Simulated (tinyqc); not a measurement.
On-chip interconnect, size-dependent resistivity and RC delay: delay against the reflection coefficient of grain boundaries.

A rectangular line between two neighbours and two ground planes. Surface and grain-boundary scattering are added to the bulk resistivity as corrections; capacitances are parallel-plate values without fringing; inductance is ignored.

Metal width x = wd - 2 tl, height y = AR wd - tl; grain boundaries (Mayadas-Shatzkes): al = (lam/(gr x)) Rg/(1 - Rg), g = 1/[1 - 3 al/2 + 3 al^2 - 3 al^3 ln(1 + 1/al)] - 1; surfaces (Fuchs-Sondheimer, thick limit): s = (3/8) lam (1 - ps)(1/x + 1/y); rho = rho0 (1 + g + s); r = rho/(x y); c = eps0 ek (2 wd/hd + 2 Mf AR wd/sp). Elmore delay tE = Rd (c Lw + Cl) + r Lw (c Lw/2 + Cl); t50 is the time at which the far end of a ladder of 30 pi sections (half capacitances at both ends, Cl at the far end, a step applied through Rd) reaches half the step; line share r Lw/(Rd + r Lw); estimate 0.69 Rd (c Lw + Cl) + 0.38 r c Lw^2 + 0.69 r Lw Cl.

Inputs (values chosen for the exercise); metal values close to those of copper: bulk resistivity rho0 = 1.66 uohm cm; bulk mean free path lam = 40.5 nm; specular share of surface scattering ps = 0; grain size over the metal width gr = 1; drawn line width wd = 120 nm; aspect ratio, height over width AR = 1.6; liner on both walls and the bottom, not conducting tl = 1.5 nm; space to the neighbouring lines sp = 140 nm; dielectric height to the planes above and below hd = 130 nm; relative permittivity of the dielectric ek = 2.5; Miller factor of the neighbours Mf = 0; line length Lw = 340 um; driver resistance Rd = 3000 ohm; load capacitance Cl = 4.9 fF.

Constants: eps0 = 8.8541878128e-12 F/m. Results are converted to the units shown.

The same in every row: c (fF/um) = 0.04087.

Delay against the reflection coefficient of grain boundaries:

| Rg | rho (uohm cm) | r (ohm/um) | tE (ps) | t50 (ps) | estimate (ps) | line share of the resistance (%) |
|---|---|---|---|---|---|---|
| 0.05 | 2.053 | 0.9210 | 60.09 | 41.99 | 41.62 | 9.452 |
| 0.15 | 2.157 | 0.9677 | 60.28 | 42.14 | 41.75 | 9.883 |
| 0.25 | 2.286 | 1.026 | 60.51 | 42.32 | 41.92 | 10.41 |
| 0.35 | 2.453 | 1.100 | 60.82 | 42.56 | 42.14 | 11.09 |
| 0.45 | 2.677 | 1.201 | 61.22 | 42.87 | 42.44 | 11.98 |
| 0.55 | 2.996 | 1.344 | 61.80 | 43.32 | 42.86 | 13.22 |
| 0.65 | 3.494 | 1.567 | 62.70 | 44.03 | 43.52 | 15.08 |
| 0.75 | 4.381 | 1.966 | 64.30 | 45.28 | 44.69 | 18.22 |

What does the comparison show?

As Rg goes from 0.05 to 0.75, r rises from 0.921 to 1.97 ohm/um, c stays at 0.0409 fF/um and t50 rises from 42.0 to 45.3 ps. t50/tE lies between 0.699 and 0.704, and the estimate is within 1.3 % of t50.

Program tinyqc, `OMP_NUM_THREADS=1 python tinyqc.py 2100085 2100086 out.jsonl`; Intel Xeon 2.30GHz, shared host, one thread, about 0.01 s.
